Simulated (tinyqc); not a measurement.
Trench capacitor in an array: capacitance, non-linearity, leakage and relaxation: cell against the diameter of the hole.

A film between two metal electrodes, each interface adding a series capacitance ci. The small-signal permittivity is ek (1 + aq E^2); the field is found with the linear permittivity. Leakage J = J0 sinh(E/Ef). After a voltage step the film passes a relaxation current kr C V tt^(-nr), tt being the time in seconds. The sidewall is a coaxial capacitor with radii a = dm/2 - t and b = dm/2, depth AR dm; the end face is left out.

Per length 1/c = ln(b/a)/(2 pi eps0 ek) + (1/a + 1/b)/(2 pi ci); cell capacitance c AR dm; per footprint over pt^2; fields c V/(2 pi eps0 ek r) at r = a and b; resistance of the inner electrode rho AR dm/(pi a^2); time constant R C/3 of the distributed line. The pitch is scaled as pt dm/(210 nm).

Values chosen for this exercise; permittivity of the order of that of titanium dioxide:
- ek = 81.8 (relative permittivity of the film)
- t = 24 nm (film thickness)
- ci = 130 uF/cm^2 (capacitance of each electrode interface (dead layer and screening))
- V = 1.1 V (bias)
- AR = 30 (aspect ratio, depth over diameter)
- pt = 320 nm (pitch of the square array)
- rho = 300 uohm cm (resistivity of the inner electrode)

Constants: eps0 = 8.8541878128e-14 F/cm where lengths are in cm. Results are converted to the units shown.

Result of one run:

| cell capacitance (fF) | per footprint (uF/cm^2) | field at a (MV/cm) | field at b (MV/cm) | R (kohm) | R C/3 (ps) |
|---|---|---|---|---|---|
| 179.91 | 106.28 | 0.48367 | 0.39768 | 0.62778 | 37.647 |

Which diameter of the hole dm gave this result: 150, 270, 360 or 480 nm?

dm = 270 nm.

The whole series:

| dm (nm) | cell capacitance (fF) | per footprint (uF/cm^2) | field at a (MV/cm) | field at b (MV/cm) | R (kohm) | R C/3 (ps) |
|---|---|---|---|---|---|---|
| 62 | 5.3381 | 59.806 | 0.99104 | 0.22378 | 36.248 | 64.500 |
| 84 | 12.863 | 78.512 | 0.68548 | 0.29378 | 7.4272 | 31.846 |
| 110 | 24.969 | 88.869 | 0.58997 | 0.33253 | 3.2792 | 27.292 |
| 150 | 50.687 | 97.018 | 0.53386 | 0.36302 | 1.6521 | 27.914 |
| 200 | 95.025 | 102.31 | 0.50371 | 0.38282 | 0.99196 | 31.420 |
| 270 | 179.91 | 106.28 | 0.48367 | 0.39768 | 0.62778 | 37.647 |
| 360 | 328.16 | 109.05 | 0.47082 | 0.40804 | 0.42379 | 46.357 |
| 480 | 594.32 | 111.09 | 0.46187 | 0.41568 | 0.29473 | 58.388 |

As dm goes from 62 to 480, the cell capacitance rises from 5.34 to 594 fF, the capacitance per footprint rises from 59.8 to 111 uF/cm^2, the ratio of the two fields falls from 4.43 to 1.11 and R C/3 goes from 64.5 through a minimum of 27.3 (at dm = 110 among the rows listed) to 58.4 ps; the time constant goes as dm^(-2.32) between the first two rows and dm^(0.80) between the last two.

tinyqc, about 0.01 s, one thread, Intel Xeon 2.30GHz (shared host): `OMP_NUM_THREADS=1 python tinyqc.py 2102148 2102149 out.jsonl`
